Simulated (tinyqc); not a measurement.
Atomic layer deposition: Langmuir saturation, growth per cycle and coating of deep features: one step, computed by the program tinyqc.

Precursor A sticks only on free sites, so a long enough pulse saturates; co-reactant B then frees the sites again.

Problem. Exposure for a deep feature. Diffusion-limited filling (Gordon) of a round hole of diameter w: a saturation front at depth z needs dz/dt = D_K n/(z (4q/w)), with Knudsen D_K = w c/3 and F = n c/4; including the entrance and floor terms, t = (q/F)(1 + 19a/4 + 3a^2/2). Reaction-limited filling needs ln(100)/k_a at any depth, k_a = beta F/q. Flow is molecular. The front picture holds when the modulus a sqrt(beta) is well above 1. Depth reached by the given pulse: solve the same formula for a. Exposure = p x diffusion-limited time; 1 langmuir = 1.33322e-4 Pa s.

Inputs (values chosen for the exercise, modelled on silicon dioxide from an aminosilane and ozone):
```
quantity                                 value    unit
site density q                             2.7  1/nm^2
sticking probability beta on free sites  0.012       -
precursor pressure p                      0.97      Pa
temperature T                              200       C
pulse time t                              0.52       s
aspect ratio a                              12       -
```

Feature: round hole.

flux F = 8907.207 1/(nm^2 s)

Give: diffusion-limited time; exposure; modulus; aspect ratio reached by the front in time t.

Solution.

diffusion-limited time = 0.08306 s

exposure = 604.3 langmuir

modulus = 1.315

aspect ratio reached by the front in time t = 32.26

Caution: the modulus is not well above 1 or the Gordon time is under three times ln(100)/k_a, so there is no sharp front: the Gordon time is only a lower bound and the reaction time must be met as well.
